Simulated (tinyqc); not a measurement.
Four methods from the same start: geometry relaxation of a small cluster. Computed by tinyqc, a small Python program. Command: `OMP_NUM_THREADS=1 python tinyqc.py 3023738 3023739 out.jsonl relax walk`. One thread of a shared host (Intel(R) Xeon(R) Processor @ 2.30GHz), about 0.02 s of CPU time with the checks.

E = sum_i {sum_j A exp(-p (r_ij/r0 - 1)) - xi sqrt(rho_i)}, rho_i = sum_j exp(-2 q (r_ij/r0 - 1)); the force on i is -sum_j w_ij (R_i - R_j)/r_ij with w_ij = -(2p/r0) A exp(-p (r_ij/r0 - 1)) + (xi q/r0) exp(-2 q (r_ij/r0 - 1)) (rho_i^(-1/2) + rho_j^(-1/2)).

Inputs (values chosen for the exercise, for model atoms):

| quantity | value | unit |
|---|---|---|
| length r0 | 2.35 | angstrom |
| repulsion A | 0.16 | eV |
| hopping xi | 1.84 | eV |
| decay p | 10.3 | - |
| decay q | 3.1 | - |
| step factor eta | 0.038 | angstrom^2/eV |
| largest number of steps | 500 | - |

Potential: Gupta. Method: FIRE.

starting positions (angstrom):
```
           x      y      z
atom 1  0.14  -0.04   0.06
atom 2  2.26  -0.07  -0.08
atom 3  1.09   1.91  -0.11
```

Method:
- FIRE with unit mass: if F.v > 0, v = (1 - a) v + a |v| F/|F|, and after more than 5 such steps in a row dt = min(1.1 dt, 5 dt0), a = 0.99 a; else v = 0, a = 0.1, and dt = dt/2 (not at the first step). Then v = v + dt F, R(new) = R + dt v. dt0 = sqrt(eta), a = 0.1 at first.
- No atom moves more than 0.3 angstrom a step (the whole step is scaled). Stop when the largest force component is below 1e-5 eV/angstrom.
- Hessian at the final positions by central differences of the forces; six eigenvalues vanish (translations and rotations). Steepest descent is stable for eta below 2/lambda_max and contracts the softest mode by 1 - eta lambda_min a step.
- Steepest descent: R(new) = R + eta F.
- Conjugate gradient (Polak-Ribiere): d = F + beta d(old), beta = max(0, F.(F - F(old))/|F(old)|^2), d = F at first; step length from one secant, s = eta (F.d)/(F.d - F(R + eta d).d), replaced by eta if that is not positive; R(new) = R + s d.
- BFGS: R(new) = R + B F with the inverse Hessian B = eta 1 at first; with s = R(new) - R, y = F - F(new), rho = 1/(y.s): B(new) = (1 - rho s y^T) B (1 - rho y s^T) + rho s s^T, skipped if y.s is not positive.
- In this comparison each method may take up to 1500 steps.

contraction of the softest mode = 0.403282

non-zero eigenvalues (eV/angstrom^2): 15.7031  15.7031  46.3845

condition number = 2.95385

Cost:

| method | steps | force calls | final E (eV) | calls to reach 1e-2 |
|---|---|---|---|---|
| steepest descent | 43 | 44 | -8.0225 | 19 |
| conjugate gradient | 7 | 15 | -8.0225 | 11 |
| BFGS | 8 | 9 | -8.0225 | 7 |
| FIRE | 97 | 98 | -8.0225 | 42 |

What does the comparison show, and why?

In force calls the order is BFGS (9), conjugate gradient (15), steepest descent (44), FIRE (98). All that converged end at the same energy. Near the minimum steepest descent multiplies the slowest mode by 0.763 in size a step, 8 steps a decade of force, at a condition number of 3.0. On this problem it beats FIRE in force calls.

Extremes, crossings and ranges named in words are read from the listed rows.
